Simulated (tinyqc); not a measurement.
Global model of a low-pressure process discharge: electron temperature, density, ion flux and ion energy: one step, computed by the program tinyqc. Command: `OMP_NUM_THREADS=1 python tinyqc.py 3114116 3114117 out.jsonl plasma walk`. One thread of a shared host (Intel(R) Xeon(R) Processor @ 2.30GHz), about 0.01 s of CPU time with the checks.

Maxwellian electrons with temperature T_e in eV, one positive ion, no negative ions, uniform bulk density n; rate constants have the Arrhenius form.

Task: Geometry factors. n_g = p/(k_B T_g); lambda_i = 1/(n_g sigma); h_L = 0.86/sqrt(3 + L/(2 lambda_i)), h_R = 0.8/sqrt(4 + R/lambda_i); A_eff = 2 pi R^2 h_L + 2 pi R L h_R; d_eff = pi R^2 L/A_eff.

Inputs (values chosen for the exercise, of the order of those of an inductive discharge in a simple atomic gas): ion-neutral cross section = 1e-18 m^2; pressure p = 1.3 Pa; gas temperature T_g = 600 K; radius R = 9.7 cm; height L = 14 cm.

Constants: k_B = 1.380649e-23 J/K.

Give: gas density n_g; ion mean free path; h_L; h_R; A_eff; d_eff.

Result:

gas density n_g = 1.569e+20 1/m^3

ion mean free path = 0.6372 cm

h_L = 0.2300

h_R = 0.1825

A_eff = 291.6 cm^2

d_eff = 14.19 cm
